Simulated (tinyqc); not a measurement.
Localisation in a chain with random site energies (transfer matrices): one step. The product of transfer matrices. Four cases, with inputs chosen for the exercise.

Task: Multiply site by site and give T for each length.

Hopping -t; leads with site energy 0, E = -2t cos(ka). psi_(j+1) = ((e_j - E)/t) psi_j - psi_(j-1), a product of matrices M_j = [[(e_j - E)/t, -1], [1, 0]]. For M = M_N ... M_1 the transmission is T = 4 sin^2(ka)/|M21 - M12 + M22 exp(ika) - M11 exp(-ika)|^2. Long samples draw e_j = W (x_j/2147483647 - 1/2) from x_j = 16807 x_(j-1) mod 2147483647, starting at x0. The localisation length xi, in sites, is defined by ln T = -2N/xi on average; weak disorder gives xi = 24 (4t^2 - E^2)/W^2, and the mean free path for backscattering is xi/2.

Case 1.

Values chosen: t = 1.04 eV (hopping); E = -0.42 eV (energy); e = (-0.97, 0.52, 0.75, 0.3, -0.16, 1.06, -0.36, 1.15) eV (site energies of the short sample).

Case 2.

Values chosen: t = 0.69 eV (hopping); E = -0.57 eV (energy); e = (0.37, -0.14, -0.55, 0.65, 0.27, -0.6, 0.07, 0.02, 0.18) eV (site energies of the short sample).

Case 3.

Values chosen: t = 1.31 eV (hopping); E = -1.92 eV (energy); e = (1.27, 0.52, 1.59, 0.52, 0.08, 0.18, 1.02, -0.66) eV (site energies of the short sample).

Case 4.

Values chosen: t = 0.68 eV (hopping); E = -0.67 eV (energy); e = (-0.04, -0.02, 0.07, -0.17, 0.18, 0.17, 0.15, 0.02) eV (site energies of the short sample).

Give: Running product.

Result:

Case 1.

Running product:
```
j  (e_j - E)/t      M11      M12      M21      M22       T
1      -0.5288  -0.5288  -1.0000   1.0000   0.0000  0.8152
2       0.9038  -1.4780  -0.9038  -0.5288  -1.0000  0.6277
3       1.1250  -1.1339  -0.0168  -1.4780  -0.9038  0.6411
4       0.6923   0.6930   0.8922  -1.1339  -0.0168  0.7458
5       0.2500   1.3071   0.2399   0.6930   0.8922  0.8033
6       1.4231   1.1672  -0.5508   1.3071   0.2399  0.8180
7       0.0577  -1.2398  -0.2717   1.1672  -0.5508  0.6894
8       1.5096  -3.0388   0.1407  -1.2398  -0.2717  0.3430
```

T is 0.3430 for the whole sample and does not fall steadily (it rises at j = 3, 4, 5 and 6): reflected waves interfere. The determinant of M stays 1.

Case 2.

Running product:
```
j  (e_j - E)/t      M11      M12      M21      M22       T
1       1.3623   1.3623  -1.0000   1.0000   0.0000  0.9202
2       0.6232  -0.1510  -0.6232   1.3623  -1.0000  0.8796
3       0.0290  -1.3667   0.9819  -0.1510  -0.6232  0.8365
4       1.7681  -2.2655   2.3594  -1.3667   0.9819  0.4704
5       1.2174  -1.3913   1.8903  -2.2655   2.3594  0.4381
6      -0.0435   2.3259  -2.4416  -1.3913   1.8903  0.2140
7       0.9275   3.5487  -4.1550   2.3259  -2.4416  0.1943
8       0.8551   0.7084  -1.1112   3.5487  -4.1550  0.1965
9       1.0870  -2.7786   2.9471   0.7084  -1.1112  0.2219
```

T is 0.2219 for the whole sample and does not fall steadily (it rises at j = 8 and 9): reflected waves interfere. The determinant of M stays 1.

Case 3.

Running product:
```
j  (e_j - E)/t      M11      M12      M21      M22       T
1       2.4351   2.4351  -1.0000   1.0000   0.0000  0.6633
2       1.8626   3.5356  -1.8626   2.4351  -1.0000  0.4718
3       2.6794   7.0382  -3.9906   3.5356  -1.8626  0.1381
4       1.8626   9.5737  -5.5703   7.0382  -3.9906  0.0859
5       1.5267   7.5782  -4.5137   9.5737  -5.5703  0.0854
6       1.6031   2.5745  -1.6653   7.5782  -4.5137  0.1021
7       2.2443  -1.8004   0.7762   2.5745  -1.6653  0.2022
8       0.9618  -4.3061   2.4119  -1.8004   0.7762  0.3083
```

T is 0.3083 for the whole sample and does not fall steadily (it rises at j = 6, 7 and 8): reflected waves interfere. The determinant of M stays 1.

Case 4.

Running product:
```
j  (e_j - E)/t      M11      M12      M21      M22       T
1       0.9265   0.9265  -1.0000   1.0000   0.0000  0.9989
2       0.9559  -0.1144  -0.9559   0.9265  -1.0000  0.9992
3       1.0882  -1.0510  -0.0402  -0.1144  -0.9559  0.9929
4       0.7353  -0.6584   0.9263  -1.0510  -0.0402  0.9563
5       1.2500   0.2280   1.1981  -0.6584   0.9263  0.9189
6       1.2353   0.9400   0.5537   0.2280   1.1981  0.8651
7       1.2059   0.9056  -0.5304   0.9400   0.5537  0.9193
8       1.0147  -0.0212  -1.0919   0.9056  -0.5304  0.9233
```

T is 0.9233 for the whole sample and does not fall steadily (it rises at j = 2, 7 and 8): reflected waves interfere. The determinant of M stays 1.

Computed by tinyqc, one run a case: `OMP_NUM_THREADS=1 python tinyqc.py N N+1 out.jsonl` with N = 1451872, 1451887, 1451944, 1452386; one thread of a shared Intel(R) Xeon(R) Processor @ 2.30GHz, about 0.08 s a run at most.
